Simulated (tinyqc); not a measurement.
What moves the results: band edges of strained Si(1-x)Ge(x) on relaxed Si(1-y)Ge(y). A value that a table varies takes the place of the one given here.

Values are linear in the Ge fraction but for ED(x) = linear - CD x (1 - x) and a(x) = linear - Ca x (1 - x). Energies are on the common scale of Ev.

Coherent growth on a (110) face: e_par = (a(y) - a(x))/a(x), e_perp = -(C11 + 3 C12 - 2 C44)/(C11 + C12 + 2 C44) e_par; exx = eyy = (e_par + e_perp)/2, ezz = e_par, exy = (e_perp - e_par)/2, eyz = ezx = 0.

A valley with unit axis u lies at Ev + gap + (av + a_valley) tr(e) + Xu (u.e.u - tr(e)/3); the Delta axes are x, y, z and the L axes [111], [1-1-1], [-11-1], [-1-11]. The second-order shift of the Delta valleys under shear is left out; it lowers the pair normal to the sheared plane by tens of meV at a shear of 1 %.

Valence edges: Ev plus the levels of the 6 x 6 matrix of X, Y, Z times spin with -Dso/3 + l exx + m (eyy + ezz) on the diagonal (cyclic), n exy off it, l = av + 2 b, m = av - b, n = sqrt(3) d. Spin-orbit term (Dso/3) L.sigma on X, Y, Z with (L_k)_ij = -i epsilon_kij: <X+|H|Y+> = -i Dso/3, <X+|H|Z-> = Dso/3, <Y+|H|Z-> = -i Dso/3, <Z+|H|X-> = -Dso/3, <Z+|H|Y-> = i Dso/3, <X-|H|Y-> = i Dso/3, and their conjugates; + and - are the spin along z.

Coherent growth: e_par = (a(y) - a(x))/a(x). (001): e_perp = -2 (C12/C11) e_par; exx = eyy = e_par, ezz = e_perp, no shear. (111): e_perp = -(2 C11 + 4 C12 - 4 C44)/(C11 + 2 C12 + 4 C44) e_par; exx = eyy = ezz = (2 e_par + e_perp)/3 and exy = eyz = ezx = (e_perp - e_par)/3. (110): e_perp = -(C11 + 3 C12 - 2 C44)/(C11 + C12 + 2 C44) e_par; exx = eyy = (e_par + e_perp)/2, ezz = e_par, exy = (e_perp - e_par)/2, eyz = ezx = 0.

Values chosen for the exercise (end members near Si and Ge, in this order; the results hold for these values, not for the real material):

| symbol | value | unit | meaning |
|---|---|---|---|
| a | (5.426, 5.654) | angstrom | lattice constant |
| Dso | (0.045, 0.286) | eV | spin-orbit splitting |
| av | (2.43, 1.24) | eV | valence hydrostatic potential |
| b | (-2.13, -2.53) | eV | tetragonal shear potential |
| d | (-4.86, -5.36) | eV | trigonal shear potential |
| C11 | (164.7, 127.5) | GPa |  |
| C12 | (64, 48.1) | GPa |  |
| C44 | (79.5, 66.2) | GPa |  |
| Ev | (0, 0.73) | eV | top of the unstrained valence band |
| ED | (1.135, 0.923) | eV | gap to the Delta valleys |
| EL | (2.016, 0.742) | eV | gap to the L valleys |
| aD | (1.75, 1.19) | eV | hydrostatic potential of the Delta gap |
| aL | (-3.23, -2.66) | eV | hydrostatic potential of the L gap |
| XuD | (9.4, 9.05) | eV | uniaxial potential, Delta |
| XuL | (15.73, 15.46) | eV | uniaxial potential, L |
| CD | 0.195 | eV | bowing of the Delta gap |
| Ca | 0.024 | angstrom | bowing of the lattice constant |
| face | 110 |  | growth face |
| y | 0 |  | Ge fraction of the relaxed buffer |
| x | 0.42 |  | Ge fraction of the layer |

## Composition of the layer

The buffer is kept. dEc = Ec(buffer) - Ec(layer), dEv = Ev(layer) - Ev(buffer); buffer edges Ev(y) and Ev(y) + min(ED, EL). The digit behind Delta or L counts whole valleys.

Results:

| x | e_par (%) | lowest valleys | gap (eV) | next valleys above (meV) | valence splitting (meV) | dEc (eV) | dEv (eV) |
|---|---|---|---|---|---|---|---|
| 0.08 | -0.30 | Delta2 | 1.069 | 21 | 19 | 0.005 | 0.060 |
| 0.16 | -0.61 | Delta2 | 1.006 | 43 | 34 | 0.007 | 0.121 |
| 0.24 | -0.92 | Delta2 | 0.945 | 64 | 47 | 0.006 | 0.184 |
| 0.31 | -1.19 | Delta2 | 0.894 | 83 | 58 | 0.002 | 0.239 |
| 0.39 | -1.51 | Delta2 | 0.838 | 104 | 70 | -0.006 | 0.304 |
| 0.47 | -1.83 | Delta2 | 0.784 | 126 | 82 | -0.018 | 0.369 |
| 0.55 | -2.15 | Delta2 | 0.733 | 147 | 93 | -0.033 | 0.435 |

The gap is 1.069 eV in the first row and 0.733 eV in the last. The lowest valleys are Delta2 throughout. Per 0.1 of x the valence offset moves by +80 meV on average; the conduction offset lies between -33 and +7 meV, not monotonically. Both carriers sit on one side for x = 0.08, 0.16, 0.24 and 0.31, and on opposite sides elsewhere. Offsets below about 30 meV are within the spread of parameter sets, so those rows do not settle the type. Strains above 2 % can be kept only in layers of a few nanometres.

## Composition of the buffer

The layer is kept. dEc = Ec(buffer) - Ec(layer), dEv = Ev(layer) - Ev(buffer); buffer edges Ev(y) and Ev(y) + min(ED, EL). The digit behind Delta or L counts whole valleys.

Results:

| y | e_par (%) | lowest valleys | gap (eV) | next valleys above (meV) | valence splitting (meV) | dEc (eV) | dEv (eV) |
|---|---|---|---|---|---|---|---|
| 0.00 | -1.63 | Delta2 | 0.817 | 112 | 74 | -0.010 | 0.328 |
| 0.14 | -1.10 | Delta2 | 0.876 | 76 | 61 | -0.013 | 0.219 |
| 0.28 | -0.56 | Delta2 | 0.937 | 39 | 39 | -0.009 | 0.109 |
| 0.55 | 0.54 | Delta4 | 0.971 | 37 | 50 | 0.051 | -0.052 |
| 0.69 | 1.13 | Delta4 | 0.931 | 78 | 113 | 0.113 | -0.097 |
| 0.83 | 1.74 | Delta4 | 0.887 | 120 | 182 | 0.182 | -0.137 |
| 0.97 | 2.37 | Delta4 | 0.838 | 163 | 255 | 0.114 | -0.173 |

The gap is 0.817 eV in the first row and 0.838 eV in the last, with its largest listed value, 0.971 eV, at y = 0.55: it peaks near the match y = x, since strain of either sign narrows it. The lowest valleys change: Delta2 to Delta4 between y = 0.28 and 0.55. Per 0.1 of y the valence offset moves by -52 meV on average; the conduction offset lies between -13 and +182 meV, not monotonically. Electrons and holes sit on opposite sides in every row (type II). Offsets below about 30 meV are within the spread of parameter sets, so those rows do not settle the type. Strains above 2 % can be kept only in layers of a few nanometres.

## The same layer on three faces

dEc = Ec(buffer) - Ec(layer), dEv = Ev(layer) - Ev(buffer); buffer edges Ev(y) and Ev(y) + min(ED, EL). The digit behind Delta or L counts whole valleys.

Results:

| face | e_par (%) | lowest valleys | gap (eV) | next valleys above (meV) | valence splitting (meV) | dEc (eV) | dEv (eV) | Delta spread (meV) | L spread (meV) |
|---|---|---|---|---|---|---|---|---|---|
| (001) | -1.63 | Delta4 | 0.813 | 267 | 71 | -0.012 | 0.334 | 267 | 0 |
| (111) | -1.63 | Delta6 | 0.892 | 519 | 71 | -0.081 | 0.324 | 0 | 320 |
| (110) | -1.63 | Delta2 | 0.817 | 112 | 74 | -0.010 | 0.328 | 112 | 253 |

On (001) only the Delta valleys split (267 meV), on (111) only the L valleys (320 meV), on (110) both (112 and 253 meV). The lowest valleys are Delta4 on (001), Delta6 on (111) and Delta2 on (110); the smallest gap is 0.813 eV on (001) and the largest 0.892 eV on (111).

## What each parameter does

dEc = Ec(buffer) - Ec(layer), dEv = Ev(layer) - Ev(buffer); buffer edges Ev(y) and Ev(y) + min(ED, EL). Each row changes one parameter from the base and keeps the others.

Results:

| case | gap (eV) | valence splitting (meV) | dEc (eV) | dEv (eV) |
|---|---|---|---|---|
| base | 0.8174 | 74.2 | -0.0103 | 0.3279 |
| x = 0.45 | 0.7974 | 78.7 | -0.0148 | 0.3525 |
| y = 0.03 | 0.8299 | 71.9 | -0.0114 | 0.3045 |
| CD = 0.245 eV | 0.8052 | 74.2 | 0.0018 | 0.3279 |
| d = (-5.589, -6.164) eV | 0.8066 | 82.6 | -0.0103 | 0.3387 |
| aD = (2.012, 1.368) eV | 0.8118 | 74.2 | -0.0048 | 0.3279 |
| XuL = (18.089, 17.779) eV | 0.8174 | 74.2 | -0.0103 | 0.3279 |
| aL = (-3.714, -3.059) eV | 0.8174 | 74.2 | -0.0103 | 0.3279 |
| b = (-2.449, -2.909) eV | 0.8166 | 72.5 | -0.0103 | 0.3287 |

The largest shifts from the base row, up to three for each result and ties (the steps differ in size, so this ranks the rows, not the parameters). gap (eV): x -0.0201, y +0.0124, CD -0.0122; unchanged at the printed digits by XuL and aL. valence splitting (meV): d +8.4, x +4.4, y -2.3; unchanged at the printed digits by CD, aD, XuL and aL. dEc (eV): CD +0.0122, aD +0.0056, x -0.0045; unchanged at the printed digits by d, XuL, aL and b. dEv (eV): x +0.0245, y -0.0234, d +0.0108; unchanged at the printed digits by CD, aD, XuL and aL. The lowest valleys of the layer are Delta2, so among the conduction-band potentials only those of that family reach the gap and dEc; the buffer is unstrained. A shift large enough to swap the lowest family would change that.

Run: tinyqc, `OMP_NUM_THREADS=1 python tinyqc.py 1050983 1050984 out.jsonl`; Intel(R) Xeon(R) Processor @ 2.30GHz, one thread, shared host; about 0.01 s of CPU time with all checks.
